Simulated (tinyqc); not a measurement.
Delta-doped HEMT, charge control: two steps of the calculation.

A two-dimensional electron gas of density ns under a barrier. EF and the subbands are counted from the conduction-band edge of the channel at the interface. Two subbands of a triangular well with an infinite wall, parabolic band, no carriers in the barrier.

Inputs (values chosen for the exercise); material values close to those of InGaP on GaAs:
```
symbol,value,unit,meaning
T,500,K,temperature
d,23,nm,barrier thickness from gate to channel
ds,5.1,nm,undoped spacer next to the channel
me,0.0681,m0,electron mass in the channel
ec,12.7,,relative permittivity of the channel
ebr,11.9,,relative permittivity of the barrier
phiB,0.938,eV,barrier height of the gate
dEc,0.133,eV,conduction-band offset
ND,2.2e12,cm^-2,sheet density of the donor plane at ds from the channel
eta,0.5,,share of ns that counts in the confining field
Nb,0,cm^-2,depletion charge of the buffer
```

Constants: q = 1.602176634e-19 C, kB = 1.380649e-23 J/K, hbar = 1.054571817e-34 J s, m0 = 9.1093837015e-31 kg, Vt = kB T/q, eps0 = 8.8541878128e-14 F/cm where lengths are in cm, hbar^2/(2 m0) = 0.0380998212 eV nm^2. Results are converted to the units shown.

Task 1. Barrier and off voltage. Fully depleted barrier with eb = ebr: Vp = q ND (d - ds)/(eps0 eb); donors per area ND; Voff = phiB - dEc - Vp.

Give: Vp; donors per area; eb; Voff.

Result 1.

Vp = 0.59881 V
donors per area = 2.2000e12 cm^-2
eb = 11.900
Voff = 0.20619 V

Task 2. Fermi level, second subband and capacitance. F = q (eta ns + Nb)/(eps0 ec) in eV/nm; E_k = a_k (C F^2/me)^(1/3), a_0 = 2.338107, a_1 = 4.087949, C = hbar^2/(2 m0); D = me m0 q/(pi hbar^2); ns = D Vt [ln(1 + exp((EF - E_0)/Vt)) + ln(1 + exp((EF - E_1)/Vt))], which gives EF = E_0 + Vt ln{2 s/[(1 + u) + sqrt((1 + u)^2 + 4 u s)]} with s = exp(ns/(D Vt)) - 1, u = exp((E_0 - E_1)/Vt). Gate capacitance C = q dns/dVg = eps0 eb/(d + dd), dd = (eps0 eb/q) dEF/dns. dEF/dns by central differences over +/- 0.01 % of ns.

converged ns = 6.8616158e11 cm^-2

Wanted: EF; share of the second subband; dd; C.

Result 2.

EF = 0.023835 eV
share of the second subband = 30.011 %
dd = 9.2308 nm
C = 0.32691 uF/cm^2

The rise of EF with ns acts as 9.23 nm of extra barrier, 40.1 % of d. EF is 0.18 of the band offset dEc.

tinyqc, about 0.04 s, one thread, Intel Xeon 2.30GHz (shared host): `OMP_NUM_THREADS=1 python tinyqc.py 2180058 2180059 out.jsonl`
